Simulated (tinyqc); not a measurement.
# Charge centroid from charge and shift

Problem. A sheet of N electrons in the storage layer of a charge-trap cell shifts the threshold by U = (q/eps0) N (tb/eb + xc tn/en). Find xc and the distance xc tn from the blocking layer.

Values chosen for this exercise:
- tn = 8.1 nm (storage layer)
- en = 7.2 (its relative permittivity)
- tb = 6.7 nm (blocking layer)
- eb = 3.9 (its relative permittivity)

Constants: q = 1.602176634e-19 C, eps0 = 8.8541878128e-14 F/cm where lengths are in cm. Results are converted to the units shown.

N = 1e13 cm^-2
U = 4.3097144 V

Solution. U eps0/(q N) is the electrical distance from the gate; subtract that of the blocking layer.

xc = 0.590
distance = 4.78 nm

Program tinyqc, `OMP_NUM_THREADS=1 python tinyqc.py 2130089 2130090 out.jsonl`; Intel Xeon 2.30GHz, shared host, one thread, about 0.04 s.
